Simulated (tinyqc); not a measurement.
Keating valence-force model of a tetrahedral crystal: one step, computed by the program tinyqc.

Atom A sits at 0 and atom B at a/4 (1,1,1) of an fcc lattice; the four bonds from A are t = a/4 (1,1,1), a/4 (1,-1,-1), a/4 (-1,1,-1), a/4 (-1,-1,1), of length d = sqrt(3) a/4. Energy: E = (3 alpha/(8 d^2)) sum over bonds (r.r - d^2)^2 + (3 beta/(8 d^2)) sum over pairs of bonds at one atom (r_i.r_j + d^2/3)^2, with beta_A for the six pairs at A and beta_B for the six at B. The cell holds two atoms, Omega = a^3/4. 1 N/m = 1 J/m^2.

Question. Frequencies at q. Diagonalise the Hermitian matrix D. An eigenvalue lambda of D in eV/(angstrom^2 u) gives nu = 15.6333042 THz x sqrt(lambda). The weight on A is the sum of |e|^2 over the three components of atom A.

Structure: zinc blende.

D(q) (eV/(angstrom^2 u)):
```
                      A x                   A y                   A z                   B x
A x             0.1021490             0.0009383  0.0000000+0.0001790i            -0.1997616
A y             0.0009383             0.1036443  0.0000000+0.0003715i             0.0100048
A z  0.0000000-0.0001790i  0.0000000-0.0003715i             0.1017678  0.0000000-0.0524469i
B x            -0.1997616             0.0100048  0.0000000+0.0524469i             0.4731354
B y             0.0100048            -0.1997616  0.0000000+0.0252692i             0.0056438
B z  0.0000000+0.0524469i  0.0000000+0.0252692i            -0.1997616  0.0000000+0.0010766i

                      B y                   B z
A x             0.0100048  0.0000000-0.0524469i
A y            -0.1997616  0.0000000-0.0252692i
A z  0.0000000-0.0252692i            -0.1997616
B x             0.0056438  0.0000000-0.0010766i
B y             0.4821300  0.0000000-0.0022345i
B z  0.0000000+0.0022345i             0.4708425
```

Constants: nu for 1 eV/(angstrom^2 u) = 15.6333042 THz.

Give: frequencies; weights on atom A.

Answer.

frequencies (THz): 1.195  1.423  2.228  11.727  11.760  11.809

weights on atom A: 0.82898  0.83188  0.84719  0.16464  0.16960  0.15770
